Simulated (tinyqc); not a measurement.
Energy and delay of logic against supply voltage: optimum supplies against the temperature.

One expression serves below and above threshold: I(Vg) = Ik [ln(1 + exp((Vg - VT + dd V)/(al nf Vt)))]^al, with I_on = I(V) and I_off = I(0). Gate delay td = kd C V/I_on, clock period LD td. Per gate and cycle the switching energy is act C V^2 and the leakage energy I_off V LD td. No short-circuit current, no variation. Minima are sought above 0.09 V; below a few Vt gates no longer switch and the model has no meaning.

V_min minimises the energy and V_EDP the product of energy and td. VT, Ik and nf are held fixed.

Values chosen for this exercise; values of the order met in logic technologies: threshold voltage at zero drain bias VT = 0.37 V; slope factor nf = 1.22; barrier lowering per volt of supply dd = 0.09; specific current of a gate Ik = 0.78 uA; exponent of the current law al = 1.9; load capacitance of a gate C = 0.62 fF; delay factor kd = 0.6; logic depth LD = 30; activity factor act = 0.1.

Constants: q = 1.602176634e-19 C, kB = 1.380649e-23 J/K, Vt = kB T/q. Results are converted to the units shown.

Result of one run:
```
V_min (V)  energy at V_min (aJ)  leakage share (%)  clock at V_min (MHz)  V_EDP (V)  clock at V_EDP (GHz)
0.1908                    3.499              35.49                 2.375     0.9258                 6.368
```

Which temperature T gave this result: 280, 310, 340 or 400 K?

T = 310 K.

The whole series:
```
T (K)  V_min (V)  energy at V_min (aJ)  leakage share (%)  clock at V_min (MHz)  V_EDP (V)  clock at V_EDP (GHz)
220       0.1353                 1.727              34.32               0.03399     0.9258                 12.22
250       0.1537                 2.237              34.51                0.2021     0.9258                 9.583
280       0.1722                 2.825              34.89                0.8013     0.9258                 7.726
310       0.1908                 3.499              35.49                 2.375     0.9258                 6.368
340       0.2095                 4.274              36.35                 5.664     0.9259                 5.345
370       0.2282                 5.165              37.49                 11.43     0.9263                 4.555
400       0.2470                 6.192              38.90                 20.24     0.9272                 3.936
```

As T goes from 220 to 400, V_min rises from 0.135 to 0.247 V, the energy there rises from 1.73 to 6.19 aJ, the clock there rises from 0.0340 to 20.2 MHz and V_EDP stays near 0.926 V.

Program tinyqc, `OMP_NUM_THREADS=1 python tinyqc.py 2082201 2082202 out.jsonl`; Intel Xeon 2.30GHz, shared host, one thread, about 0.01 s.
